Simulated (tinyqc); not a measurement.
Pump-down curve: gas flow in a process chamber: flow regimes, conductance, effective pumping speed, pump-down, outgassing and purge. Computed by tinyqc, a small Python program. Command: `OMP_NUM_THREADS=1 python tinyqc.py 3120593 3120594 out.jsonl pump walk`. One thread of a shared host (Intel(R) Xeon(R) Processor @ 2.30GHz), about 0.07 s of CPU time with the checks.

Ideal gas, isothermal flow, a pump of constant speed at the end of a round pipe; process gas, volume gas and outgassing are given the same properties. 1 sccm = 101325 Pa x 1e-6 m^3/60 s x T/273.15 K.

Inputs (values chosen for the exercise, modelled on oxygen near room temperature):
```
quantity,value,unit
molar mass M,32,g/mol
molecular diameter,0.36,nm
viscosity eta,20.6,micropascal s
temperature T,300,K
chamber volume V,20,L
wall area,1.1,m^2
pipe diameter d,6.3,cm
pipe length l,83,cm
pump speed S,24,L/s
outgassing rate after 1 h,4.3e-07,Pa m^3/(s m^2)
outgassing exponent n,0.82,-
starting pressure p0,1200,Pa
```

Constants: k_B = 1.380649e-23 J/K; u = 1.6605390666e-27 kg.

Method:
- Mean speed c = sqrt(8 k_B T/(pi m)); aperture conductance C_a = c pi d^2/16; molecular pipe C_m = C_a/(1 + 3 l/(4 d)) (Dushman form); viscous pipe C_v = pi d^4 p_mean/(128 eta l); Knudsen interpolation C = C_v + C_m (1 + x)/(1 + 1.24 x), x = d p_mean sqrt(m/(k_B T))/eta.
- Effective speed 1/S_eff = 1/S + 1/C_m; time constant V/S_eff; pressure at which the free path k_B T/(sqrt2 pi d_m^2 p) equals d.
- Pump-down: V dp/dt = -S_eff(p) p + q(t) A, with S_eff = S p_2/p, where p_2 solves C((p + p_2)/2) (p - p_2) = S p_2 at each moment, and q(t) = q_1 (1 h/(t + 10 s))^n; integrated adaptively. At long times p = q(t) A/S_eff.
- S_eff(p) is tabulated at 260 pressures and interpolated in ln p. Comparison columns: p0 exp(-t/time constant) with the molecular S_eff (0 below 1e-26 p0), and the outgassing limit.

time constant = 1.46011 s

S_eff in molecular flow = 13.6976 L/s

Pressure against time:
```
t (s),p (Pa),S_eff (L/s),volume gas only (Pa),outgassing limit (Pa)
0.3,8.3753e+02,23.970,9.7712e+02,4.2059e-03
1,3.6217e+02,23.930,6.0498e+02,3.9851e-03
3,3.3798e+01,23.282,1.5377e+02,3.4750e-03
10,9.0845e-02,13.428,1.2729e+00,2.4408e-03
30,1.4286e-03,13.685,1.4322e-06,1.3826e-03
100,6.1015e-04,13.692,0,6.0317e-04
300,2.5896e-04,13.695,0,2.5791e-04
1000,9.8036e-05,13.697,0,9.7913e-05
3600,3.4465e-05,13.697,0,3.4453e-05
20000,8.4604e-06,13.698,0,8.4598e-06
100000,2.2613e-06,13.698,0,2.2613e-06
```

What does the comparison show, and why?

From t = 30 s on the pressure is within 20 % of the outgassing limit, which falls only as (t + 10 s)^-0.82: walls, not volume, set the time to base pressure. Early on viscous flow raises S_eff to 24.0 L/s, 1.7 times its molecular value.
